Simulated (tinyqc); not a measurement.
What each parameter does: five-level k.p model folded onto the conduction band.

Second-order sums for the lowest conduction level at E: 1/m = 1 + Cm + (Ep/3)(2/E + 1/(E + Dso)) - (Ep2/3)(2/(E7 + D2 - E) + 1/(E7 - E)); g/2 = 1 + Cg - (Ep/3)(1/E - 1/(E + Dso)) - (Ep2/3)(1/(E7 - E) - 1/(E7 + D2 - E)). E is counted from the top of the valence band; E = Eg at the edge.

Inputs chosen for the exercise (near those of ZnSe; shifted at random, so the results belong to these values and not to a real crystal): Eg = 2.742 eV (gap at Gamma to the s-like level); Dso = 0.413 eV (spin-orbit splitting); Ep = 23.1 eV (Kane energy); E7 = 7.19 eV (upper Gamma7 conduction level, from the valence top); D2 = 0.1 eV (its spin-orbit splitting, Gamma8 above Gamma7); Ep2 = 1.4 eV (Kane energy to the upper levels); Cm = -2.9 (remote term in 1/m); Cg = 0 (remote term in g/2).

Mass and g at E = Eg.

One parameter was then changed.

Results before and after:

| case | m (m0) | g |
|---|---|---|
| base | 0.17103 | 1.2602 |
| changed | 0.17013 | 1.2607 |

Which of these changes was made? (a) Ep = 20.79 eV; (b) Eg = 2.468 eV; (c) Dso = 0.372 eV; (d) D2 = 0.11 eV; (e) E7 = 7.909 eV; (f) Ep2 = 1.26 eV.

Answer: (f) Ep2 = 1.26 eV. Of the candidates, run in turn, only this one gives the changed row.

All candidates:

| case | m (m0) | g |
|---|---|---|
| base | 0.17103 | 1.2602 |
| Eg = 2.468 eV | 0.14881 | 1.1014 |
| Dso = 0.372 eV | 0.17010 | 1.3245 |
| Ep = 20.79 eV | 0.19837 | 1.3337 |
| E7 = 7.909 eV | 0.16980 | 1.2614 |
| D2 = 0.11 eV | 0.17102 | 1.2597 |
| Ep2 = 1.26 eV | 0.17013 | 1.2607 |

tinyqc: `OMP_NUM_THREADS=1 python tinyqc.py 1051406 1051407 out.jsonl`; about 0.01 s, one thread, shared Intel(R) Xeon(R) Processor @ 2.30GHz.
